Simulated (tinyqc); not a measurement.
Liquidus of a compound AB in a simple-solution melt, liquid-phase epitaxy and vapour pressures: one step, computed by the program tinyqc.

x is the atom fraction of B in the melt. The melt is a simple solution: R T ln gamma_B = W (1 - x)^2, R T ln gamma_A = W x^2, W = a + b T. The solid AB is stoichiometric.

Problem. Vapour pressures and congruent evaporation. Liquidus (Vieland): f(x) = R T ln[4 x (1 - x)] + 2 W (1/2 - x)^2 + S_F (T_F - T) = 0. Over the A-rich liquidus: p_A = gamma_A (1 - x) exp(S_A/R - H_A/(R T)), p_B2 = [gamma_B x exp(S_B/R - H_B/(R T))]^2, in bar. Free evaporation is congruent while the A flux over this liquidus is at least the B flux; with A and B2 taken as equal in mass for the estimate, T_c solves p_A = 2 p_B2.

Inputs (values chosen for the exercise, modelled on InAs for the melt): melting point T_F = 1215 K; entropy of fusion S_F = 60.9 J/(mol K); interaction a = 17.1 kJ/mol; interaction slope b = -41 J/(mol K); saturation temperature T = 783 K; heat of evaporation of A = 239 kJ/mol; entropy of evaporation of A = 104 J/(mol K); heat of evaporation of B as (1/2) B2 = 95.9 kJ/mol; entropy of evaporation of B as (1/2) B2 = 71.5 J/(mol K).

Constants: R = 8.314462618 J/(mol K).

Give: log10 p_A; log10 p_B2; congruent temperature T_c.

Solution.

log10 p_A = -10.52

log10 p_B2 = -11.03

congruent temperature T_c = 812.1 K

T is below T_c: the surface evaporates congruently and no droplets form.
